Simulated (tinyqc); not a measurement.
Liquidus of a compound AB in a simple-solution melt, liquid-phase epitaxy and vapour pressures: one step, computed by the program tinyqc.

x is the atom fraction of B in the melt. The melt is a simple solution: R T ln gamma_B = W (1 - x)^2, R T ln gamma_A = W x^2, W = a + b T. The solid AB is stoichiometric.

Problem. Layer thickness. Semi-infinite melt (Hsieh): step d = 2 dT sqrt(D t/pi)/(C_S m); ramp d = (4/3) c sqrt(D/pi) t^(3/2)/(C_S m); supercooling is their sum. A melt of depth w can give at most w (undercooling)/(C_S m).

Inputs (values chosen for the exercise, modelled on InAs for the melt):
```
quantity                     value    unit
saturation temperature T       976       K
step dT                        5.8       K
cooling rate c                0.42   K/min
growth time t                  1.7     min
diffusivity in the melt D  3.4e-05  cm^2/s
melt depth w                   3.8      mm
```

Growth programme: step cooling.

C_S = 1.799170e+22 1/cm^3

slope m = 3.430276e-20 K cm^3

Give: thickness d; largest thickness from this melt; sqrt(D t)/w.

Solution.

thickness d = 6.245 micrometre

largest thickness from this melt = 35.71 micrometre

sqrt(D t)/w = 0.1550

The layer uses 17 % of what the melt could give.
